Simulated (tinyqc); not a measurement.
Van der Pauw, Hall and four-point-probe measurements on a doped layer: two steps of the calculation.

A uniform p-type layer with sheet resistance Rs = 1/(q ns mu), point contacts, low field (mu B small).

Values chosen for this exercise:
```
symbol   value        unit                                                      meaning
ns      2.5e15       cm^-2                                   sheet density of the layer
mu          51  cm^2/(V s)                                               drift mobility
rH         0.8                                                              Hall factor
B          0.5           T                                               magnetic field
I          500          uA                                                      current
ar         1.9              side ratio a/b of a rectangular sample with corner contacts
```

Constants: q = 1.602176634e-19 C. Results are converted to the units shown.

Question 1. Resistances and Hall voltage. Rs = 1/(q ns mu). For a rectangle with contacts at the corners, RA = (8 Rs/pi) sum_(k>=0) ln coth((2k + 1) pi a/(2 b)) with current along a short side b and voltage along the opposite one, RB the same with a and b exchanged; Hall voltage VH = rH B I/(q ns), negative for electrons.

Find: Rs; RA; RB; VH.

Answer 1.

Rs = 48.95 ohm/square
RA = 0.6374 ohm
RB = 50.13 ohm
VH = 0.04993 mV

RB/RA = 78.6; for a square both equal Rs ln 2/pi = 10.8 ohm.

Question 2. New z. The van der Pauw equation exp(-pi RA z) + exp(-pi RB z) = 1 is solved for z = 1/Rs: e1 = exp(-pi RA z), e2 = exp(-pi RB z), f = e1 + e2 - 1, f' = -pi (RA e1 + RB e2), z(new) = z - f/f'.

z after iteration 2 = 18.478433 mS
RA = 0.63743843 ohm
RB = 50.125111 ohm

Give: e1; e2; f; f'; z after iteration 3.

Answer 2.

e1 = 0.96367
e2 = 0.054484
f = 0.018156
f' = -0.010510 kohm
z after iteration 3 = 20.206 mS

Numbers from tinyqc (`OMP_NUM_THREADS=1 python tinyqc.py 2850104 2850105 out.jsonl`; about 0.01 s on one thread of a shared Intel Xeon 2.30GHz).
